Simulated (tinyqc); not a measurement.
Worked calculation: RHF in the sto-3g basis, for H2, spin multiplicity 1. One step of it, computed by the program tinyqc.

Task: Iteration 1: building the Fock matrix. J_ij = sum D_kl (ij|kl), K_ij = sum D_kl (ik|jl); F = H + J - 0.5 K; E = tr D H + tr D J / 2 - 0.25 tr D K + E_nn.

D at the start:
```
           1H 1s      2H 1s
1H 1s   4.107912  -3.263193
2H 1s  -3.263193   2.592175
```

core Hamiltonian H = T + V (hartree):
```
           1H 1s      2H 1s
1H 1s  -1.184534  -1.070257
2H 1s  -1.070257  -1.184534
```

Two-electron integrals (ij|kl) in chemists' order, unique and non-zero (hartree):
```
(11|11) 0.774606   (21|11) 0.498114   (21|21) 0.362438   (22|11) 0.604962
(22|21) 0.498114   (22|22) 0.774606
```

nuclear repulsion = 0.81663150 hartree

Give: Coulomb J; exchange K; Fock matrix F; total energy of this density.

Result:

Coulomb J (hartree):
```
        1H 1s   2H 1s
1H 1s  1.4993  0.9720
2H 1s  0.9720  1.2422
```

exchange K (hartree):
```
        1H 1s   2H 1s
1H 1s  0.8706  0.1806
2H 1s  0.1806  0.2459
```

Fock matrix F (hartree):
```
         1H 1s    2H 1s
1H 1s  -0.1206  -0.1886
2H 1s  -0.1886  -0.0653
```

total energy of this density = 0.623871 hartree
